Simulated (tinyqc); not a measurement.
Two coupled magnetic layers: synthetic antiferromagnet, spin flop, exchange bias and magnetoresistance: one step, computed by the program tinyqc. Command: `OMP_NUM_THREADS=1 python tinyqc.py 3005080 3005081 out.jsonl saf walk`. One thread of a shared host (Intel(R) Xeon(R) Processor @ 2.30GHz), about 0.3 s of CPU time with the checks.

Moments lie in the plane at the angles p1, p2 from the field. Energy per area: E = J1 cos(p1 - p2) + J2 cos^2(p1 - p2) - B M_s (t1 cos p1 + t2 cos p2) + K (t1 sin^2 p1 + t2 sin^2 p2).

Problem. Limit of the antiparallel state. With p1 = 0, p2 = 180 degrees and c2 = J1 - 2 J2 the Hessian is [[c2 + t1 (2K + b), -c2], [-c2, c2 + t2 (2K - b)]], b = B M_s; its determinant vanishes at the positive root of t1 t2 b^2 - c2 (t1 - t2) b - [2K c2 (t1 + t2) + 4 K^2 t1 t2] = 0.

Inputs (values chosen for the exercise, for a model stack): saturation magnetisation M_s = 910 kA/m; thickness t1 = 3.7 nm; thickness t2 = 3.1 nm; antiferromagnetic coupling J1 = 0.11 mJ/m^2; biquadratic coupling J2 = 0 mJ/m^2; in-plane anisotropy K = 0.88 kJ/m^3.

Field direction: along the easy axis.

Give: stability limit B_sf of the antiparallel state.

Solution.

stability limit B_sf of the antiparallel state = 15.50 mT
